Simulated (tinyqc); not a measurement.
From results back to parameters: density of states of one tight-binding band on the simple cubic lattice. Five cases, with inputs chosen for the exercise.

Problem. For E(k) = -2 t (c1 + c2 + c3) - 4 t2 (c1 c2 + c2 c3 + c3 c1), ci = cos(2 pi ki), two differences between symmetry points are known: Gamma = (0, 0, 0), X = (1/2, 0, 0), M = (1/2, 1/2, 0), R = (1/2, 1/2, 1/2).

Find: t; t2; E(R) - E(M).

Method. E(Gamma) = -6t - 12 t2, E(X) = -2t + 4 t2, E(M) = 2t + 4 t2, E(R) = 6t - 12 t2.

Case 1.

E(X) - E(Gamma) = 4.9200 eV
E(M) - E(X) = 3.6400 eV

Solution.

t = 0.910 eV
t2 = 0.080 eV
E(R) - E(M) = 2.360 eV

Case 2.

E(X) - E(Gamma) = 5.4000 eV
E(M) - E(X) = 9.0800 eV

Solution.

t = 2.270 eV
t2 = -0.230 eV
E(R) - E(M) = 12.760 eV

Case 3.

E(X) - E(Gamma) = 1.0000 eV
E(M) - E(X) = 1.6400 eV

Solution.

t = 0.410 eV
t2 = -0.040 eV
E(R) - E(M) = 2.280 eV

Case 4.

E(X) - E(Gamma) = 3.3600 eV
E(M) - E(X) = 3.3600 eV

Solution.

t = 0.840 eV
t2 = 0.000 eV
E(R) - E(M) = 3.360 eV

Case 5.

E(X) - E(Gamma) = 4.2000 eV
E(M) - E(X) = 6.2800 eV

Solution.

t = 1.570 eV
t2 = -0.130 eV
E(R) - E(M) = 8.360 eV

Computed by tinyqc, one run a case: `OMP_NUM_THREADS=1 python tinyqc.py N N+1 out.jsonl` with N = 1650648, 1650696, 1650699, 1650793, 1650922; one thread of a shared Intel(R) Xeon(R) Processor @ 2.30GHz, about 0.3 s a run at most.
